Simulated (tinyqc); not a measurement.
Inside a calculation. Method: plane-wave Kohn-Sham cycle with exchange-only LDA in a layered model solid. One step of it, computed by the program tinyqc.

Task: Iteration 2: Hamiltonian at one k. H(m,m') = (k + G_m)^2/2 delta + V(G_m - G_m'), with V(-G) = V(G).

A solid whose potential varies along x alone (atomic units):

| parameter | value |
|---|---|
| period a | 4.400000 |
| cross-section of the cell | 37.000000 |
| electrons per cell | 2 |
| grid points | 16 |
| plane waves -n..n, n | 3 |
| k points | 2 |
| V1 in V1 cos(2 pi x/a) | -0.670000 |
| V2 in V2 cos(4 pi x/a) | -0.050000 |

V(G_m), m = 0, 1, 2, ... (hartree): -0.206715  -0.340790  -0.023307  -0.000331  0.000132  -0.000035  0.000011

k = 0.250000 2 pi / a

Give: H.

Result:

H (hartree), lower triangle:
```
        -3      -2      -1      +0      +1      +2      +3
-3   7.504
-2  -0.341   2.916
-1  -0.023  -0.341   0.367
+0   0.000  -0.023  -0.341  -0.143
+1   0.000   0.000  -0.023  -0.341   1.386
+2   0.000   0.000   0.000  -0.023  -0.341   4.955
+3   0.000   0.000   0.000   0.000  -0.023  -0.341  10.563
```
